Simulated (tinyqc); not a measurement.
# Capacitance measurement on a leaky thin oxide: effects of series resistance and leakage, step by step

Program tinyqc, `OMP_NUM_THREADS=1 python tinyqc.py 2022196 2022197 out.jsonl`; Intel Xeon 2.30GHz, shared host, one thread, about 0.01 s. Printed values are rounded.

The device is a capacitance C in parallel with a leakage conductance G, in series with Rs and Ls. An impedance meter reports either a parallel pair (Cp, Gp) from Y = 1/Z = Gp + i w Cp or a series pair (Cs, Rm) from Z = Rm + 1/(i w Cs); w = 2 pi f, dissipation D = Gp/(w |Cp|).

Parameters, values chosen for the exercise; values of the order met in thin-oxide MOS capacitors:

| symbol | value | unit | meaning |
|---|---|---|---|
| eox | 3.9 |  | relative permittivity of the gate insulator (close to silicon dioxide) |
| tox | 2.1 | nm | insulator thickness |
| A | 100 | um^2 | gate area |
| zc | 0.32 | nm | oxide-equivalent thickness added by the accumulation layer |
| zp | 0 | nm | oxide-equivalent thickness added by gate depletion |
| Jg | 15 | A/cm^2 | gate leakage current density, not matched to the thickness |
| Vs | 0.18 | V | voltage for an e-fold rise of the leakage |
| Rs | 350 | ohm | series resistance |
| Ls | 0 | nH | series inductance |
| f | 1e6 | Hz | measuring frequency |

Constants: eps0 = 8.8541878128e-14 F/cm where lengths are in cm. Results are converted to the units shown.

## True capacitance and conductance

EOT = 3.9 tox/eox; CET = EOT + zc + zp; C = 3.9 eps0 A/CET; G = Jg A/Vs.

EOT = 2.1 nm
CET = 2.42 nm
C = 1.42691 pF
G = 83.3333 uS

## What the meter reports

Z = Rs + i w Ls + 1/(G + i w C).

Z = (1.22127-0.12763i) x 1e4 ohm
Cp = 1.34717 pF
Gp = 80.9975 uS
Cs = 124.703 pF
D = 9.56906

Cp is 5.6 % below C and Cs is 87.4 times it; G Rs = 0.0292, w C Rs = 0.00314 and G/(w C) = 9.29.
